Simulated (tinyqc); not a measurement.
Inside a calculation: delta-doped layer in the Thomas-Fermi potential. Values are carried at full precision from step to step, so a last printed digit may differ when a step is redone from the rounded ones.

All donors ionised in the plane z = 0, zero temperature, energies from the Fermi level EF of the Thomas-Fermi model, which lies at the bulk band edge; c = hbar^2/2m0, q = e^2/(4 pi eps0). Layer in a (001) plane: two valleys with m_z = ml, m_d = mt (unprimed) and four with m_z = mt, m_d = sqrt(ml mt) (primed); m3 = (ml mt^2)^(1/3), gv = 6. With n = (gv/3 pi^2)(m3 (-V)/c)^(3/2) and V'' = -(4 pi q/eps) n for z > 0, the solution is V = -b/(|z| + z0)^4 with sqrt(b) = 20/K, K = (4 pi q/eps)(gv/3 pi^2)(m3/c)^(3/2), and z0^5 = 4b/(e F0), e F0 = 2 pi q N/eps; 1e13/cm^2 = 1e-3/angstrom^2. Exchange and correlation are left out.

Constants: hbar^2/2m0 = 3.80998211 eV angstrom^2; e^2/(4 pi eps0) = 14.39964547 eV angstrom.

Inputs chosen for the exercise (near those of a delta-doped layer in Si; the results hold for these values, not for the real material):
- ml = 0.913 m0 (longitudinal mass)
- mt = 0.193 m0 (transverse mass)
- eps = 11.7 (dielectric constant)
- N = 2.5 x 1e13/cm^2 (donor sheet density)

## The Thomas-Fermi well

Give K, b, e F0, z0 and the depth b/z0^4.

K = 0.077717 eV^(-1/2) angstrom^-2
b = 66226 eV angstrom^4
e F0 = 0.019332 eV/angstrom
z0 = 26.75 angstrom
depth = 0.1293 eV

Half of the electrons lie within |z| < (2^(1/5) - 1) z0 = 4.0 angstrom. The mean donor spacing in the plane is 20.0 angstrom, against a Bohr radius 0.529177 eps/m3 = 19.1 angstrom: the spacing is not small against it, so the smeared sheet is a crude model.

## Profile

V = -b/(|z| + z0)^4, n and the share of electrons beyond |z|, (z0/(|z| + z0))^5, at z = 0, 0.1, 0.25, 0.5, 1 and 2 times z0; n = (eps/(4 pi q)) 20 b/(|z| + z0)^6, q = e^2/(4 pi eps0), 1/angstrom^3 = 1e24/cm^3.

Profile:
```
z (angstrom)   V (eV)  n (1e19/cm^3)  share beyond
0.0           -0.1293           23.4         1.000
2.7           -0.0883           13.2         0.621
6.7           -0.0530           6.12         0.328
13.4          -0.0255           2.05         0.132
26.8          -0.0081          0.365         0.031
53.5          -0.0016         0.0320         0.004
```

## Subbands

Subbands solve -(c/m_z) psi'' + V psi = E psi on 1280 points of spacing z0/80; up to ten levels for each group, kept if bound with an rms width below 2.5 z0.

List the bound levels with their rms width.

Subbands:
```
label  valleys g  m_d (m0)   E (eV)  rms z (angstrom)
0              2    0.1930  -0.0505               8.6
0'             4    0.4198  -0.0267              21.6
1              2    0.1930  -0.0031              40.9
```

The lowest level lies 61 % of the way up the well, and 0' follows 24 meV higher.

## Filling the subbands

At zero temperature n_i = g m_d (mu - E_i)/(2 pi c) for E_i < mu, c = hbar^2/2m0; find mu from sum n_i = N (1e13/cm^2 = 1e-3/angstrom^2).

mu = -0.0023 eV

n_i in the order of the list (1e13/cm^2): 0.777  1.711  0.013

3 subbands filled in part, the lowest with 31 % of the electrons. The potential was built for a Fermi level at 0; filling its quantised levels puts mu 1.8 % of the depth below that, which shows how nearly the two pictures agree. The fullest is 0', with 68 %.

## Estimate from a V-shaped well

Near z = 0 the well is -depth + e F0 |z|, whose levels are a (c (e F0)^2/m_z)^(1/3) with a = 1.018793 (even) and 2.338107 (odd); c = hbar^2/2m0, m_z = ml, for the unprimed levels.

levels 0 and 1 (eV): -0.0111  0.1419

Level 0 comes out 39 meV too high, since screening flattens the true well away from the plane, and level 1 lands above the rim at 0.

## Checks

- Integral of the Thomas-Fermi density against N, 1e13/cm^2: both 2.500.
- Lowest level on a finer grid (z0/200), eV: both -0.051.

tinyqc: `OMP_NUM_THREADS=1 python tinyqc.py 1252449 1252450 out.jsonl`; about 0.1 s, one thread, shared Intel(R) Xeon(R) Processor @ 2.30GHz.
